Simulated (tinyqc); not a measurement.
Ways to converge the cycle: SCF convergence aids in the 3-21g basis, for H2+, spin multiplicity 2. Computed by the program tinyqc with PySCF. UHF with one setting changed at a time; a run stops when the energy changes by less than 1e-09 hartree and the error matrix is below 1e-5. The start is random orbitals. Damping d keeps d of the old density; a shift (hartree) raises the virtual levels; DIIS n extrapolates F over n matrices.

Geometry (angstrom):
```
atom,x,y,z
H,0.0000,0.0000,0.0000
H,0.0000,0.0000,0.9230
```

lowest solution found by these runs and by PySCF with stability checks = -0.579808 hartree

Largest element of the error matrix X^T (FDS - SDF) X:
```
iteration,plain,damping 0.3,damping 0.6,shift 0.4,DIIS 3,DIIS 8
1,2.3e-01,2.3e-01,2.3e-01,2.3e-01,2.3e-01,2.3e-01
2,1.1e-01,1.1e-01,1.6e-01,1.5e-01,1.1e-01,1.1e-01
3,5.0e-02,7.4e-02,1.1e-01,1.1e-01,3.6e-02,3.6e-02
4,2.0e-02,4.8e-02,7.7e-02,7.5e-02,7.5e-03,7.5e-03
5,8.7e-03,2.9e-02,6.2e-02,4.6e-02,1.0e-04,4.0e-05
6,4.0e-03,1.7e-02,5.0e-02,2.7e-02,6.5e-06,5.4e-06
8,8.0e-04,6.0e-03,3.2e-02,1.0e-02,-,-
10,1.6e-04,2.2e-03,1.9e-02,3.8e-03,-,-
14,6.1e-06,3.2e-04,6.6e-03,5.3e-04,-,-
20,-,1.7e-05,1.3e-03,2.7e-05,-,-
30,-,-,1.1e-04,-,-,-
```

How each run ends:
```
run,iterations,E (hartree),state
plain,14,-0.579808,lowest found
damping 0.3,22,-0.579808,lowest found
damping 0.6,43,-0.579808,lowest found
shift 0.4,23,-0.579808,lowest found
DIIS 3,7,-0.579808,lowest found
DIIS 8,7,-0.579808,lowest found
```

What does the comparison show, and why?

6 of 6 runs reach the lowest solution found, in 7 to 43 iterations (fastest: DIIS 3, DIIS 8). Plain steps already contract here, so damping only slows them. DIIS 3 and DIIS 8 gain by cancelling the error over several earlier matrices, much as a quasi-Newton step does.
